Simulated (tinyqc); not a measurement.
# Trench capacitor in an array: capacitance, non-linearity, leakage and relaxation: effects of single changes

A film between two metal electrodes, each interface adding a series capacitance ci. The small-signal permittivity is ek (1 + aq E^2); the field is found with the linear permittivity. Leakage J = J0 sinh(E/Ef). After a voltage step the film passes a relaxation current kr C V tt^(-nr), tt being the time in seconds. The sidewall is a coaxial capacitor with radii a = dm/2 - t and b = dm/2, depth AR dm; the end face is left out.

Parameters, values chosen for the exercise; permittivity of the order of that of zirconium oxide: relative permittivity of the film ek = 31.5; film thickness t = 9.2 nm; capacitance of each electrode interface (dead layer and screening) ci = 240 uF/cm^2; quadratic field coefficient of the permittivity aq = 0.017 cm^2/MV^2; bias V = 2.1 V; exponent of the relaxation current nr = 0.986; strength of the relaxation kr = 0.0069; leakage prefactor J0 = 2.8e-10 A/cm^2; field for an e-fold rise of the leakage Ef = 0.42 MV/cm; diameter of the hole dm = 30 nm; aspect ratio, depth over diameter AR = 20; pitch of the square array pt = 56 nm; resistivity of the inner electrode rho = 170 uohm cm; duration of the write pulse t0 = 1e-7 s.

Constants: eps0 = 8.8541878128e-14 F/cm where lengths are in cm. Results are converted to the units shown.

Each table varies one quantity; the others keep the values above.

## Capacitance, non-linearity and leakage against thickness

Planar film: Cf = eps0 ek/t, 1/C = 1/Cf + 2/ci, EOT = 3.9 eps0/C, effective permittivity C t/eps0, E = (V/t) C/Cf; quadratic coefficient [C(V)/C - 1]/V^2 with Cf (1 + aq E^2) in C(V).

Results:
```
t (nm)	C (uF/cm^2)	EOT (nm)	effective permittivity	E (MV/cm)	quadratic coefficient (ppm/V^2)	J (A/cm^2)
4.9	5.434	0.6354	30.07	4.092	6.083e4	2.382e-6
6.7	4.023	0.8583	30.44	3.029	3.401e4	1.899e-7
13	2.108	1.638	30.95	1.587	9531	6.122e-9
17	1.619	2.134	31.08	1.219	5646	2.541e-9
23	1.201	2.876	31.18	0.9039	3118	1.188e-9
32	0.8653	3.991	31.27	0.6515	1624	6.307e-10
44	0.6305	5.476	31.33	0.4748	864.3	3.884e-10
60	0.4631	7.457	31.38	0.3486	466.8	2.601e-10
```

Estimate the missing row, t = 9.2 nm.

Computed row:
```
t (nm)	C (uF/cm^2)	EOT (nm)	effective permittivity	E (MV/cm)	quadratic coefficient (ppm/V^2)	J (A/cm^2)
9.2	2.957	1.168	30.72	2.226	1.860e4	2.807e-8
```

With this row back in the table: C falls from 5.43 to 0.463 uF/cm^2 while the effective permittivity goes from 30.1 to 31.4 (ek = 31.5). EOT is a straight line in t with slope 3.9/ek = 0.124 and intercept 0.0288 nm. The quadratic coefficient goes as t^(-1.86) between the first two rows and t^(-1.99) between the last two (-2 without interfaces), and J falls by 3.96 decades.

## Cell against the film thickness

Per length 1/c = ln(b/a)/(2 pi eps0 ek) + (1/a + 1/b)/(2 pi ci); cell capacitance c AR dm; per footprint over pt^2; fields c V/(2 pi eps0 ek r) at r = a and b; resistance of the inner electrode rho AR dm/(pi a^2); time constant R C/3 of the distributed line.

Result of one run:
```
t (nm)	cell capacitance (fF)	per footprint (uF/cm^2)	field at a (MV/cm)	field at b (MV/cm)	R (kohm)	R C/3 (ps)
12	0.6350	20.25	4.227	0.8455	36.08	7.635
```

What becomes of these results when the film thickness t is changed from 12 to 3.8 nm, all else the same?

Result of the changed run:
```
t (nm)	cell capacitance (fF)	per footprint (uF/cm^2)	field at a (MV/cm)	field at b (MV/cm)	R (kohm)	R C/3 (ps)
3.8	3.389	108.1	6.043	4.512	2.588	2.924
```

The whole series:
```
t (nm)	cell capacitance (fF)	per footprint (uF/cm^2)	field at a (MV/cm)	field at b (MV/cm)	R (kohm)	R C/3 (ps)
3.1	4.222	134.6	7.086	5.622	2.293	3.227
3.8	3.389	108.1	6.043	4.512	2.588	2.924
4.8	2.597	82.83	5.086	3.458	3.121	2.702
5.9	2.021	64.44	4.435	2.691	3.921	2.641
7.4	1.496	47.70	3.931	1.992	5.621	2.803
9.3	1.056	33.67	3.700	1.406	9.993	3.517
12	0.6350	20.25	4.227	0.8455	36.08	7.635
```

As t goes from 3.1 to 12, the cell capacitance falls from 4.22 to 0.635 fF, the capacitance per footprint falls from 135 to 20.2 uF/cm^2, the ratio of the two fields rises from 1.26 to 5.00 and R C/3 goes from 3.23 through a minimum of 2.64 (at t = 5.9 among the rows listed) to 7.64 ps; the time constant goes as t^(-0.48) between the first two rows and t^(3.04) between the last two.

## Charge lost after writing

Planar film: Cf = eps0 ek/t, 1/C = 1/Cf + 2/ci, EOT = 3.9 eps0/C, effective permittivity C t/eps0, E = (V/t) C/Cf. A capacitor written for t0 and then left open loses, as a share of C V, kr (tt^(1 - nr) - t0^(1 - nr))/(1 - nr) by relaxation and J tt/(C V) by leakage; both are taken as small, and rows far outside that range are left out.

The same in every row: leakage current (nA/cm^2) = 28.07.

Charge lost after writing:
```
tt (s)	relaxation current (nA/cm^2)	loss by relaxation (%)	loss by leakage (%)	total loss (%)
1e-6	3.531e7	1.288	4.521e-7	1.288
1e-5	3.647e6	2.619	4.521e-6	2.619
0.0001	3.766e5	3.994	4.521e-5	3.994
0.001	3.890e4	5.413	4.521e-4	5.413
0.01	4017	6.879	0.004521	6.883
0.1	414.9	8.393	0.04521	8.438
1	42.85	9.956	0.4521	10.41
10	4.425	11.57	4.521	16.09
```

The two currents are equal at tt = 1.54 s. The loss by relaxation grows from 1.29 to 11.6 %, by 1.33 points over the first decade and 1.61 over the last, while the loss by leakage grows tenfold a decade. Relaxation is the larger loss in every row. For tt = 10 the falling voltage would already cut the leakage, so the linear estimate overstates the loss.

Computed by the program tinyqc: `OMP_NUM_THREADS=1 python tinyqc.py 2102093 2102094 out.jsonl`, one thread of a shared Intel Xeon 2.30GHz, about 0.01 s for the whole run.
